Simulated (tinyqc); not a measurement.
From a target wavelength to the width: optical transitions of a finite quantum well. Three cases, with inputs chosen for the exercise.

Problem. Which width puts the e1-hh1 edge, hc/(Eg + e1 + hh1), at the wavelength below?

Each carrier sees a square well of width L with its own depth V and masses m (inside), mb (outside); c = hbar^2/2m0, k = sqrt(m E/c), kappa = sqrt(mb (V - E)/c), and level n solves k L + 2 atan[(k/m)/(kappa/mb)] = n pi. The envelope is cos(kz) for odd n and sin(kz) for even n inside, joins exp(-kappa (|z| - L/2)) outside, and is normalised to 1. Excitons and band mixing are left out.

Constants: hbar^2/2m0 = 3.80998211 eV angstrom^2; hc = 1239.841984 eV nm.

Case 1.

Values chosen (near those of a GaAs well in AlGaAs; not measured data): Eg = 1.503 eV (gap of the well); Vc = 0.219 eV (conduction offset); Vv = 0.118 eV (valence offset); me = 0.068 m0 (electron, well); meb = 0.0894 m0 (electron, barrier); mh = 0.36 m0 (heavy hole along z, well); mhb = 0.411 m0 (heavy hole, barrier).

edge wavelength = 802.770 nm

Case 2.

Values chosen (near those of an InGaAs well in InAlAs; not measured data): Eg = 0.797 eV (gap of the well); Vc = 0.534 eV (conduction offset); Vv = 0.222 eV (valence offset); me = 0.0398 m0 (electron, well); meb = 0.0723 m0 (electron, barrier); mh = 0.381 m0 (heavy hole along z, well); mhb = 0.41 m0 (heavy hole, barrier).

edge wavelength = 1485.375 nm

Case 3.

Values chosen (near those of a GaAs well in AlGaAs; not measured data): Eg = 1.546 eV (gap of the well); Vc = 0.162 eV (conduction offset); Vv = 0.091 eV (valence offset); me = 0.0686 m0 (electron, well); meb = 0.0836 m0 (electron, barrier); mh = 0.36 m0 (heavy hole along z, well); mhb = 0.399 m0 (heavy hole, barrier).

edge wavelength = 784.087 nm

Find: e1 + hh1 needed; L; e1; hh1.

Solution. Both confinement energies fall steadily with L, so their sum meets the target once; bisection in L finds it.

Case 1.

e1 + hh1 needed = 41.5 meV
L = 92.0 angstrom
e1 = 33.2 meV
hh1 = 8.3 meV

Case 2.

e1 + hh1 needed = 37.7 meV
L = 133.0 angstrom
e1 = 33.1 meV
hh1 = 4.6 meV

Case 3.

e1 + hh1 needed = 35.3 meV
L = 98.0 angstrom
e1 = 28.1 meV
hh1 = 7.1 meV

Computed by tinyqc, one run a case: `OMP_NUM_THREADS=1 python tinyqc.py N N+1 out.jsonl` with N = 1282183, 1282257, 1282261; one thread of a shared Intel(R) Xeon(R) Processor @ 2.30GHz, about 0.1 s a run at most.
